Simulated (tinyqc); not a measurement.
The fan of levels: Landau levels of bilayer graphene.

Four-band model without bias: with w = sqrt(2) hv/l, E_N^2 = [g1^2 + (2N - 1) w^2 - sqrt(g1^4 + 2 (2N - 1) g1^2 w^2 + w^4)]/2 for N >= 2, and E = 0 for N = 0, 1. The two-band limit is hbar wc sqrt(N (N - 1)) with hbar wc = w^2/g1. Each level is fourfold; of the eight zero-energy states half belong to the electrons.

In a field B along z: l = 1/sqrt((e/hbar) B) is the magnetic length, n_B = B/(h/e) the number of states per area in one level, hbar wc = 2 muB B/m for mass m in m0; 1/angstrom^2 = 1e16/cm^2.

Constants: e/hbar = 1.519267448e-05 1/(T angstrom^2); h/e = 413566.7697 T angstrom^2; muB = 5.788381798e-05 eV/T.

Parameters, chosen for this exercise (out of a larger set: near those of bilayer graphene; not measured data): hv = 6.87 eV angstrom (hbar v); g1 = 0.406 eV (interlayer hopping); Bs = (0.5, 1, 2, 4, 8, 12, 16) T (fields).

The four lowest levels against B, with their labels in order.

Levels (meV):
```
B (T),first,second,third,fourth,order
0.500,0.00,2.48,4.28,6.03,"0,1 2 3 4"
2.00,0.00,9.74,16.61,23.14,"0,1 2 3 4"
4.00,0.00,19.03,32.03,44.10,"0,1 2 3 4"
8.00,0.00,36.47,60.11,81.38,"0,1 2 3 4"
12.0,0.00,52.65,85.41,114.25,"0,1 2 3 4"
16.0,0.00,67.80,108.62,143.99,"0,1 2 3 4"
```

Give the missing row, B (T) = 1.00.

Computed row:
```
B (T)  first  second  third  fourth      order
1.00    0.00    4.93   8.47   11.88  0,1 2 3 4
```

The fourth level grows as B^0.98 over the first two rows and B^0.80 over the last two (1 for a parabolic band without a fixed offset such as a valley splitting, 1/2 for massless Dirac electrons). The order of the levels does not change. At the highest field level 2 lies at 67.8 meV, against 79.9 meV in the two-band limit.

Computed by tinyqc, a small Python program: `OMP_NUM_THREADS=1 python tinyqc.py 1250525 1250526 out.jsonl` (the numbers bound the seed that draws the inputs); one thread of a shared host (Intel(R) Xeon(R) Processor @ 2.30GHz), about 0.01 s for the whole set of steps.
